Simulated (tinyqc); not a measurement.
Precursor delivery by bubblers, mass-transport growth and the solid composition of a III-V alloy: one step, computed by the program tinyqc.

1 sccm = 44.615 micromol/min; 1 torr = 133.322 Pa. The sources decompose fully at the surface.

Question. Bubblers. log10 p_v = a - b/T_bath; molar flow = F x 44.615 x p_v/(p_b - p_v) for a saturated bubbler.

Inputs (values chosen for the exercise, modelled on trimethylgallium (source 1) and trimethylindium (source 2) for the vapour pressures):
```
quantity,value,unit
bath temperature T1,277,K
bath temperature T2,302,K
bubbler pressure p_b,600,torr
carrier flow F1,6.8,sccm
carrier flow F2,200,sccm
```

constants a, b of source 1 (log10 torr, K): [8.099, 1703]

constants a, b of source 2 (log10 torr, K): [10.53, 3014]

Give: vapour pressure 1; molar flow 1; vapour pressure 2; molar flow 2.

Answer.

vapour pressure 1 = 89.328 torr

molar flow 1 = 53.068 micromol/min

vapour pressure 2 = 3.5471 torr

molar flow 2 = 53.064 micromol/min

One kelvin of bath error changes flow 1 by 6.0 % and flow 2 by 7.7 %.
